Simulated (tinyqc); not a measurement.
Rapid thermal processing of a wafer: radiative balance, ramp and cooling, pattern effects, pyrometer error and spike budget: one step, computed by the program tinyqc.

The wafer is opaque and uniform through its thickness unless said otherwise; temperatures in formulas are in kelvin (C + 273.15). sigma = 5.670374419e-12 W/(cm^2 K^4).

Problem. Pyrometer error. Signal proportional to eps/(exp(c2/(lambda T)) - 1), c2 = h c/k_B. If the assumed emissivity is too high by the given error, the reading T' solves (1 + error)/(exp(c2/(lambda T')) - 1) = 1/(exp(c2/(lambda T)) - 1). Wien estimate: T' - T = -lambda T^2 ln(1 + error)/c2. Process rates go as exp(-E_a/(k_B T)).

Inputs (values chosen for the exercise, modelled on a hot silicon wafer):

| quantity | value | unit |
|---|---|---|
| process temperature | 1110 | C |
| starting temperature | 500 | C |
| pyrometer wavelength | 2.3 | micrometre |
| error of the assumed emissivity | 10 | % |
| activation energy of the process E_a | 3.46 | eV |

Constants: h = 6.62607015e-34 J s; c = 299792458 m/s; k_B = 1.380649e-23 J/K; k_B = 8.617333262e-05 eV/K.

Give: c2; c2/(lambda T); reading less true temperature; Wien estimate; rate at T over rate at T', less 1.

Solution.

c2 = 14388 micrometre K

c2/(lambda T) = 4.5227

reading less true temperature = -28.257 K

Wien estimate = -29.148 K

rate at T over rate at T', less 1 = 83.201 %

Caution: below about 600 C lightly doped silicon is partly transparent at this wavelength, so its emissivity is not yet the hot value early in the ramp.
